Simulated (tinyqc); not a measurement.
Specific resistance of a metal-semiconductor contact and its transmission-line measurement: one step, computed by the program tinyqc. Command: `OMP_NUM_THREADS=1 python tinyqc.py 3015770 3015771 out.jsonl contact walk`. One thread of a shared host (Intel(R) Xeon(R) Processor @ 2.30GHz), about 0.01 s of CPU time with the checks.

The barrier is parabolic (depletion approximation), energies E are normal energies counted from the band edge in the neutral semiconductor (downwards for holes), and the bias is zero. xi is an input, held fixed when other inputs move.

Question. Tunnelling energy and barrier. E_00 = (e hbar/2) sqrt(N/(eps eps_0 m)); band bending E_b = phi_B + xi; depletion width w = sqrt(2 eps eps_0 E_b/(e^2 N)).

Inputs (values chosen for the exercise, modelled on p-type SiGe): tunnelling mass m = 0.29 m_0; permittivity eps = 13; barrier height phi_B = 0.29 eV; doping N = 8.1e+18 1/cm^3; Fermi level above the band edge in the bulk, xi = -0.039 eV; temperature T = 400 K.

Image-force lowering: left out.

Constants: hbar = 1.054571817e-34 J s; eps_0 = 8.8541878128e-12 F/m; m_0 = 9.1093837015e-31 kg; k_B = 8.617333262e-05 eV/K; e = 1.602176634e-19 C.

Give: E_00; E_00/k_B T; depletion width; barrier used, above the bulk band edge.

Answer.

E_00 = 27.21 meV

E_00/k_B T = 0.7895

depletion width = 6.673 nm

barrier used, above the bulk band edge = 0.251 eV

By the usual rule this is thermionic-field emission (0.5 to 5 k_B T).
